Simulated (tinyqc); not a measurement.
Worked calculation: two-band massive Dirac model of the K valleys. Values are carried at full precision from step to step, so a last printed digit may differ when a step is redone from the rounded ones.

Basis (conduction, valence): H = [[D/2, a t (tau kx - i ky)], [a t (tau kx + i ky), -D/2 + lam tau sz]], valley tau = +/-1, spin sz = +/-1. The gap of a spin and valley is G = D - lam tau sz. Berry curvature Omega = curl of i<u|grad u>; for the conduction band Omega_c = -tau 2 a^2 t^2 G/(G^2 + 4 a^2 t^2 k^2)^(3/2), and Omega_v = -Omega_c.

Constants: hbar^2/2m0 = 3.80998211 eV angstrom^2.

Inputs chosen for the exercise (near those used for monolayer WS2; not measured data): a = 3.194 angstrom (lattice constant); D = 1.78 eV (gap parameter); t = 1.46 eV (effective hopping); lam = 0.246 eV (half the valence spin splitting); tau = -1 (valley); sz = 1 (spin); k = (0.064, 0.112) 1/angstrom (wave vector from the valley); h = 0.01 1/angstrom (side of the plaquette).

## Band edges of the four flavours

At k = 0: Ec = D/2, Ev = -D/2 + lam tau sz; mass m/m0 = c G/(a t)^2 for both bands, c = hbar^2/2m0; Omega_c(0) = -2 tau a^2 t^2/G^2.

Edges:

| tau | sz | Ec (eV) | Ev (eV) | G (eV) | mass (m0) | Omega_c (angstrom^2) |
|---|---|---|---|---|---|---|
| 1 | 1 | 0.8900 | -0.6440 | 1.5340 | 0.2688 | -18.482 |
| 1 | -1 | 0.8900 | -1.1360 | 2.0260 | 0.3550 | -10.596 |
| -1 | 1 | 0.8900 | -1.1360 | 2.0260 | 0.3550 | 10.596 |
| -1 | -1 | 0.8900 | -0.6440 | 1.5340 | 0.2688 | 18.482 |

The top of the valence band has spin up at tau = +1 and spin down at tau = -1: spin and valley are locked, with 492 meV between the two valence bands (A and B transitions at 1.534 and 2.026 eV, without exciton binding).

## H at one k

Fill in the matrix and diagonalise: E = lam tau sz/2 -/+ sqrt(G^2/4 + a^2 t^2 k^2).

H (eV):
```
                 c                v
c           0.8900  -0.2984-0.5223i
v  -0.2984+0.5223i          -1.1360
```

levels (eV): -1.3011  1.0551

cos(theta) = G/(E+ - E-) = 0.8598

## Curvature, orbital moment and circular dichroism

Omega_c from the formula; orbital moment of both bands m = -tau (a t)^2 G/(c (G^2 + 4 a^2 t^2 k^2)) in Bohr magnetons (charge -e), c = hbar^2/2m0; interband strengths |P+/-|^2 proportional to (1 +/- tau cos(theta))^2 for P+/- = Px +/- i Py, and eta = (|P+|^2 - |P-|^2)/(|P+|^2 + |P-|^2) = 2 tau cos(theta)/(1 + cos^2(theta)).

Omega_c = 6.735 angstrom^2
orbital moment = 2.083 muB
eta = -0.9887

All three change sign with the valley. The selection rule, exact at k = 0, still holds to 98.9 % here.

## The curvature from a plaquette

Corners counter-clockwise around k, from (-h/2, -h/2); upper eigenvector u with its first component real and positive; Omega = -(sum of arg <u_j|u_(j+1)>)/h^2.

Corners:

| j | kx | ky | u_c | u_v | arg <u_j\|u_j+1> (rad) |
|---|---|---|---|---|---|
| 1 | 0.0590 | 0.1070 | 0.96736 | -0.12235+0.22190i | 0.004567 |
| 2 | 0.0690 | 0.1070 | 0.96507 | -0.14198+0.22017i | -0.002883 |
| 3 | 0.0690 | 0.1170 | 0.96122 | -0.14009+0.23755i | -0.004861 |
| 4 | 0.0590 | 0.1170 | 0.96340 | -0.12070+0.23936i | 0.002503 |

Omega_c from the plaquette = 6.734 angstrom^2

The formula at the centre gives 6.735; the plaquette averages over its area.

## Checks

- Curvature formula against a plaquette of side 1e-4: both 6.7354.
- Eta against the matrix elements of dH/dkx +/- i dH/dky: both -0.98870.

Run: tinyqc, `OMP_NUM_THREADS=1 python tinyqc.py 1451510 1451511 out.jsonl`; Intel(R) Xeon(R) Processor @ 2.30GHz, one thread, shared host; about 0.01 s of CPU time with all checks.
